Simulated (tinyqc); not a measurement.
Band edges of strained Si(1-x)Ge(x) on relaxed Si(1-y)Ge(y): sweeps and comparisons. A value that a table varies takes the place of the one given here.

Values are linear in the Ge fraction but for ED(x) = linear - CD x (1 - x) and a(x) = linear - Ca x (1 - x). Energies are on the common scale of Ev.

Coherent growth on a (110) face: e_par = (a(y) - a(x))/a(x), e_perp = -(C11 + 3 C12 - 2 C44)/(C11 + C12 + 2 C44) e_par; exx = eyy = (e_par + e_perp)/2, ezz = e_par, exy = (e_perp - e_par)/2, eyz = ezx = 0.

A valley with unit axis u lies at Ev + gap + (av + a_valley) tr(e) + Xu (u.e.u - tr(e)/3); the Delta axes are x, y, z and the L axes [111], [1-1-1], [-11-1], [-1-11]. The second-order shift of the Delta valleys under shear is left out; it lowers the pair normal to the sheared plane by tens of meV at a shear of 1 %.

Valence edges: Ev plus the levels of the 6 x 6 matrix of X, Y, Z times spin with -Dso/3 + l exx + m (eyy + ezz) on the diagonal (cyclic), n exy off it, l = av + 2 b, m = av - b, n = sqrt(3) d. Spin-orbit term (Dso/3) L.sigma on X, Y, Z with (L_k)_ij = -i epsilon_kij: <X+|H|Y+> = -i Dso/3, <X+|H|Z-> = Dso/3, <Y+|H|Z-> = -i Dso/3, <Z+|H|X-> = -Dso/3, <Z+|H|Y-> = i Dso/3, <X-|H|Y-> = i Dso/3, and their conjugates; + and - are the spin along z.

Coherent growth: e_par = (a(y) - a(x))/a(x). (001): e_perp = -2 (C12/C11) e_par; exx = eyy = e_par, ezz = e_perp, no shear. (111): e_perp = -(2 C11 + 4 C12 - 4 C44)/(C11 + 2 C12 + 4 C44) e_par; exx = eyy = ezz = (2 e_par + e_perp)/3 and exy = eyz = ezx = (e_perp - e_par)/3. (110): e_perp = -(C11 + 3 C12 - 2 C44)/(C11 + C12 + 2 C44) e_par; exx = eyy = (e_par + e_perp)/2, ezz = e_par, exy = (e_perp - e_par)/2, eyz = ezx = 0.

Parameters, chosen for this exercise (end members near Si and Ge, in this order; not measured data):
- a = (5.429, 5.666) angstrom (lattice constant)
- Dso = (0.044, 0.294) eV (spin-orbit splitting)
- av = (2.47, 1.25) eV (valence hydrostatic potential)
- b = (-2.07, -2.55) eV (tetragonal shear potential)
- d = (-4.73, -5.36) eV (trigonal shear potential)
- C11 = (166, 128.5) GPa
- C12 = (64.7, 48.4) GPa
- C44 = (79.1, 67) GPa
- Ev = (0, 0.7) eV (top of the unstrained valence band)
- ED = (1.132, 0.92) eV (gap to the Delta valleys)
- EL = (2.048, 0.736) eV (gap to the L valleys)
- aD = (1.86, 1.38) eV (hydrostatic potential of the Delta gap)
- aL = (-3, -3.02) eV (hydrostatic potential of the L gap)
- XuD = (9.49, 9.56) eV (uniaxial potential, Delta)
- XuL = (16.53, 15.04) eV (uniaxial potential, L)
- CD = 0.189 eV (bowing of the Delta gap)
- Ca = 0 angstrom (bowing of the lattice constant)
- face = 110 (growth face)
- y = 0.37 (Ge fraction of the relaxed buffer)
- x = 0.72 (Ge fraction of the layer)

## Composition of the layer

The buffer is kept. dEc = Ec(buffer) - Ec(layer), dEv = Ev(layer) - Ev(buffer); buffer edges Ev(y) and Ev(y) + min(ED, EL). The digit behind Delta or L counts whole valleys.

Results:

| x | e_par (%) | lowest valleys | gap (eV) | next valleys above (meV) | valence splitting (meV) | dEc (eV) | dEv (eV) |
|---|---|---|---|---|---|---|---|
| 0.00 | 1.62 | Delta4 | 1.024 | 116 | 172 | 0.072 | -0.087 |
| 0.13 | 1.04 | Delta4 | 1.021 | 75 | 106 | 0.056 | -0.067 |
| 0.26 | 0.47 | Delta4 | 1.017 | 34 | 44 | 0.030 | -0.037 |
| 0.39 | -0.09 | Delta2 | 0.995 | 6 | 7 | 0.000 | 0.015 |
| 0.53 | -0.68 | Delta2 | 0.895 | 48 | 47 | -0.007 | 0.122 |
| 0.66 | -1.23 | Delta2 | 0.811 | 87 | 76 | -0.025 | 0.224 |
| 0.79 | -1.77 | Delta2 | 0.734 | 124 | 100 | -0.054 | 0.329 |
| 0.92 | -2.31 | Delta2 | 0.666 | 13 | 123 | -0.093 | 0.437 |

How do the results move?

The gap is 1.024 eV in the first row and 0.666 eV in the last. The lowest valleys change: Delta4 to Delta2 between x = 0.26 and 0.39. Per 0.1 of x the valence offset moves by +57 meV on average; the conduction offset lies between -93 and +72 meV. Electrons and holes sit on opposite sides in every row (type II). Offsets below about 30 meV are within the spread of parameter sets, so those rows do not settle the type. Strains above 2 % can be kept only in layers of a few nanometres.

## Composition of the buffer

The layer is kept. dEc = Ec(buffer) - Ec(layer), dEv = Ev(layer) - Ev(buffer); buffer edges Ev(y) and Ev(y) + min(ED, EL). The digit behind Delta or L counts whole valleys.

Results:

| y | e_par (%) | lowest valleys | gap (eV) | next valleys above (meV) | valence splitting (meV) | dEc (eV) | dEv (eV) |
|---|---|---|---|---|---|---|---|
| 0.17 | -2.33 | Delta2 | 0.679 | 163 | 110 | -0.038 | 0.428 |
| 0.29 | -1.82 | Delta2 | 0.736 | 128 | 98 | -0.039 | 0.334 |
| 0.41 | -1.31 | Delta2 | 0.794 | 92 | 81 | -0.035 | 0.241 |
| 0.53 | -0.80 | Delta2 | 0.851 | 56 | 57 | -0.026 | 0.147 |
| 0.64 | -0.34 | Delta2 | 0.903 | 24 | 27 | -0.013 | 0.062 |
| 0.76 | 0.17 | Delta4 | 0.934 | 12 | 15 | 0.019 | -0.016 |
| 0.88 | 0.68 | Delta4 | 0.906 | 48 | 63 | 0.048 | -0.061 |
| 1.00 | 1.19 | Delta4 | 0.874 | 18 | 116 | -0.038 | -0.100 |

What does this show, and why?

The gap is 0.679 eV in the first row and 0.874 eV in the last, with its largest listed value, 0.934 eV, at y = 0.76: it peaks near the match y = x, since strain of either sign narrows it. The lowest valleys change: Delta2 to Delta4 between y = 0.64 and 0.76. Per 0.1 of y the valence offset moves by -64 meV on average; the conduction offset lies between -39 and +48 meV, not monotonically. Both carriers sit on one side for y = 1.00, and on opposite sides elsewhere. Offsets below about 30 meV are within the spread of parameter sets, so those rows do not settle the type. Strains above 2 % can be kept only in layers of a few nanometres.

## The same layer on three faces

dEc = Ec(buffer) - Ec(layer), dEv = Ev(layer) - Ev(buffer); buffer edges Ev(y) and Ev(y) + min(ED, EL). The digit behind Delta or L counts whole valleys.

Results:

| face | e_par (%) | lowest valleys | gap (eV) | next valleys above (meV) | valence splitting (meV) | dEc (eV) | dEv (eV) | Delta spread (meV) | L spread (meV) |
|---|---|---|---|---|---|---|---|---|---|
| (001) | -1.48 | Delta4 | 0.767 | 249 | 86 | -0.037 | 0.279 | 249 | 0 |
| (111) | -1.48 | Delta6 | 0.843 | 199 | 86 | -0.103 | 0.269 | 0 | 284 |
| (110) | -1.48 | Delta2 | 0.775 | 104 | 87 | -0.037 | 0.272 | 104 | 225 |

How do the results move?

On (001) only the Delta valleys split (249 meV), on (111) only the L valleys (284 meV), on (110) both (104 and 225 meV). The lowest valleys are Delta4 on (001), Delta6 on (111) and Delta2 on (110); the smallest gap is 0.767 eV on (001) and the largest 0.843 eV on (111).

## What each parameter does

dEc = Ec(buffer) - Ec(layer), dEv = Ev(layer) - Ev(buffer); buffer edges Ev(y) and Ev(y) + min(ED, EL). Each row changes one parameter from the base and keeps the others.

Results:

| case | gap (eV) | valence splitting (meV) | dEc (eV) | dEv (eV) |
|---|---|---|---|---|
| base | 0.7747 | 87.3 | -0.0371 | 0.2719 |
| x = 0.75 | 0.7571 | 92.9 | -0.0439 | 0.2962 |
| y = 0.4 | 0.7890 | 82.6 | -0.0357 | 0.2486 |
| CD = 0.239 eV | 0.7646 | 87.3 | -0.0387 | 0.2719 |
| aL = (-3.45, -3.473) eV | 0.7747 | 87.3 | -0.0371 | 0.2719 |
| b = (-2.38, -2.932) eV | 0.7734 | 87.5 | -0.0371 | 0.2732 |
| Dso = (0.051, 0.338) eV | 0.7748 | 92.0 | -0.0371 | 0.2719 |
| av = (2.84, 1.438) eV | 0.7747 | 87.3 | -0.0317 | 0.2665 |
| XuD = (10.914, 10.994) eV | 0.7643 | 87.3 | -0.0267 | 0.2719 |

What does this show?

The largest shifts from the base row, up to three for each result and ties (the steps differ in size, so this ranks the rows, not the parameters). gap (eV): x -0.0175, y +0.0143, XuD -0.0104; unchanged at the printed digits by aL and av. valence splitting (meV): x +5.6, y -4.7, Dso +4.7; unchanged at the printed digits by CD, aL, av and XuD. dEc (eV): XuD +0.0104, x -0.0068, av +0.0054; unchanged at the printed digits by aL, b and Dso. dEv (eV): x +0.0243, y -0.0234, av -0.0054; unchanged at the printed digits by CD, aL, Dso and XuD. The lowest valleys of the layer are Delta2, so among the conduction-band potentials only those of that family reach the gap and dEc; the buffer is unstrained. A shift large enough to swap the lowest family would change that.

Computed by tinyqc, a small Python program: `OMP_NUM_THREADS=1 python tinyqc.py 1051274 1051275 out.jsonl` (the numbers bound the seed that draws the inputs); one thread of a shared host (Intel(R) Xeon(R) Processor @ 2.30GHz), about 0.02 s for the whole set of steps.
